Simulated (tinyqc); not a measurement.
On-chip interconnect, size-dependent resistivity and RC delay: two steps of the calculation.

A rectangular line between two neighbours and two ground planes. Surface and grain-boundary scattering are added to the bulk resistivity as corrections; capacitances are parallel-plate values without fringing; inductance is ignored.

Inputs (values chosen for the exercise); metal values close to those of copper:
```
symbol  value  unit            meaning
Lw        170    um        line length
Rd       1300   ohm  driver resistance
Cl       0.17    fF   load capacitance
dt         11    ps          time step
```

Question 1. Ladder and Elmore delays. 5 equal pi sections: series Rs = r Lw/5; node capacitances c Lw/5, halved at nodes 0 and 5, with Cl added to node 5; Rd feeds node 0. Elmore delay of node k: the sum, over the resistors on the path to k, of resistance times all capacitance downstream of it.

r = 0.85065950 ohm/um
c = 0.25871937 fF/um

Give: Rs; C; Elmore delay.

Answer 1.

Rs = 28.922 ohm

```
node  C (fF)  Elmore delay (ps)
0     4.3982             57.398
1     8.7965             58.548
2     8.7965             59.443
3     8.7965             60.084
4     8.7965             60.471
5     4.5682             60.603
```

The far-end value equals Rd (c Lw + Cl) + r Lw (c Lw/2 + Cl) for any number of pi sections; the line resistance contributes 5.29 % of it.

Question 2. Node voltages after a time step. A 1 V step is applied behind Rd at t = 0. C dv/dt = -G v + b, with G the conductance matrix of the ladder (1/Rs between neighbours, 1/Rd added at node 0) and b = (1 V/Rd, 0, ...). Trapezoidal step: (C/dt + G/2) v(new) = (C/dt - G/2) v + b.

Rs = 28.922423 ohm

```
node     C (fF)  v at t = 0 (V)
0     4.3982293               0
1     8.7964585               0
2     8.7964585               0
3     8.7964585               0
4     8.7964585               0
5     4.5682293               0
```

Wanted: v at t = 1 dt.

Answer 2.

v at t = 1 dt, node 0 to 5 (V): 0.22981  0.19574  0.17072  0.15361  0.14360  0.14023

Program tinyqc, `OMP_NUM_THREADS=1 python tinyqc.py 2100071 2100072 out.jsonl`; Intel Xeon 2.30GHz, shared host, one thread, about 0.01 s.
